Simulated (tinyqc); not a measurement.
Inside a calculation: two electrons on one impurity (helium-like model). Values are carried at full precision from step to step, so a last printed digit may differ when a step is redone from the rounded ones.

Units Ha* = 2 Ry m/eps^2 and a* = a0 eps/m. One electron is bound by Z^2/2. Two electrons in the singlet built from exp(-a r) and exp(-b r): S = 8 (ab)^(3/2)/(a + b)^3, h_aa = a^2/2 - Z a, h_bb alike, h_ab = S (ab/2 - Z (a + b)/2), J = ab (a^2 + 3ab + b^2)/(a + b)^3, K = 20 (ab)^3/(a + b)^5, E = (h_aa + h_bb + 2 S h_ab + J + K)/(1 + S^2). For a = b this is a^2 - 2 Z a + 5a/8. Real double donors are deeper, since the central cell is left out.

Constants: Ry = 13.60569312 eV; a0 (Bohr radius) = 0.5291772105 angstrom.

Values chosen for the exercise (near those of impurities in GaAs; not measured data):
- m = 0.068 m0 (one mean mass)
- eps = 13.3 (dielectric constant)
- Z = 1 (effective charge (1: D- centre, 2: double donor; other values mimic a central cell))
- ab = (0.95, 0.26) 1/a* (trial exponents a, b)

## Units and equal orbitals

Give Ha*, a*, the best common exponent Z - 5/16, E = -(Z - 5/16)^2, and the binding of the second electron -Z^2/2 - E.

Ha* = 10.461 meV
a* = 103.50 angstrom
exponent = 0.6875
E with equal orbitals = -0.47266 Ha*
binding of the second electron = -0.29 meV

With equal orbitals the second electron is not bound; this is a fault of the trial function, since unequal orbitals do bind it.

## Unequal orbitals

Evaluate the integrals and E.

S, h_aa, h_bb, h_ab, J, K: 0.55434  -0.49875  -0.22620  -0.26692  0.23857  0.11620

E = -0.50953 Ha*

This lies 0.0369 Ha* below the best equal-orbital value -(Z - 5/16)^2.

## The minimum over a and b

Give a, b, E, both binding energies and U, their difference.

a, b (1/a*): 1.039  0.283

E = -0.51330 Ha*

binding of the first and second electron (meV): 5.23  0.14

U = 5.09 meV

Letting one electron stay close and the other roam (decay lengths 100 and 365 angstrom) gains 0.43 meV. The exact value for Z = 1 is -0.52775, a binding of 0.29 meV, so this function recovers 48 % of it.

## Checks

- Minimum for Z = 1 against the known -0.51330: both -0.51330.
- Minimum for Z = 2 against the known -2.87566: both -2.87566.

Run: tinyqc, `OMP_NUM_THREADS=1 python tinyqc.py 1281182 1281183 out.jsonl`; Intel(R) Xeon(R) Processor @ 2.30GHz, one thread, shared host; about 0.05 s of CPU time with all checks.
